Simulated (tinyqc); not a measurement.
Line shape against size: Raman line shape of confined optical phonons and breathing modes of small crystals. Computed by tinyqc, a small Python program. Command: `OMP_NUM_THREADS=1 python tinyqc.py 3010535 3010536 out.jsonl confine walk`. One thread of a shared host (Intel(R) Xeon(R) Processor @ 2.30GHz), about 0.02 s of CPU time with the checks.

Confinement in 2 direction(s) lets phonons with q away from zero scatter light. q is in units of 2 pi/a, from 0 to 1, and the branch is isotropic: omega(q)^2 = (omega_0^2 + omega_X^2)/2 + ((omega_0^2 - omega_X^2)/2) cos(pi q). The model and its constant beta are phenomenological; beta = 8 is the common choice.

Inputs (values chosen for the exercise, modelled on silicon):
```
quantity                                value      unit
bulk frequency omega_0                  520.5      1/cm
frequency at the zone boundary omega_X    428      1/cm
natural width Gamma_0                     3.4      1/cm
lattice constant a                      5.431  angstrom
size L                                     12        nm
confinement constant beta                   3         -
```

Shape: wire.

Method:
- Weight W(q) = q^1 exp(-(2 L q/a)^2/(2 beta)) dq, that is exp(-k^2 L^2/(2 beta pi^2)) for k = 2 pi q/a.
- Width q_c = a sqrt(2 beta)/(2 L), where the exponential falls to 1/e; curvature of the branch: omega(q) = omega_0 - c q^2, c = pi^2 (omega_0^2 - omega_X^2)/(8 omega_0); for small q_c the mean of q^2 is (number of confined directions) q_c^2/2, and the mean shift is -c times that.
- I(omega) = int W(q) / [(omega - omega(q))^2 + (Gamma_0/2)^2] dq / int W dq x (Gamma_0/2)^2, by 400 Gauss-Legendre points on 0 < q < min(1, 2.5 a sqrt(2 beta)/L).
- The peak is the maximum of I; the width is taken between the half-maximum points, and the asymmetry is the low-side half-width over the high-side one.

mean shift, quadratic estimate = -0.638935 1/cm

Line shape:
```
L (nm)  peak shift (1/cm)  full width (1/cm)  asymmetry  mean shift, quadratic estimate (1/cm)
3                 -2.6879             13.479     3.0571                                -10.223
3.6               -2.2267             10.483     2.5637                                -7.0993
4.4               -1.8041             8.1754     2.1293                                -4.7524
5.5               -1.4146             6.4325     1.7573                                -3.0415
7                 -1.0686             5.1991     1.4633                                -1.8777
10               -0.67124             4.1547     1.1902                               -0.92007
15                  -0.36              3.628     1.0482                               -0.40892
25               -0.14335             3.4364     1.0043                               -0.14721
```

What follows from these numbers?

The peak shift falls with exponent -1.03 at the small end and -1.80 at the large end. For still larger L it tends to the mean shift, which goes as 1/L^2; the ratio is 0.26 in the first row and 0.97 in the last. The width exceeds Gamma_0 by over 10 % for L up to 10 nm. In a wire the factor q lowers the weight at q = 0.

Extremes, crossings and ranges named in words are read from the listed rows.
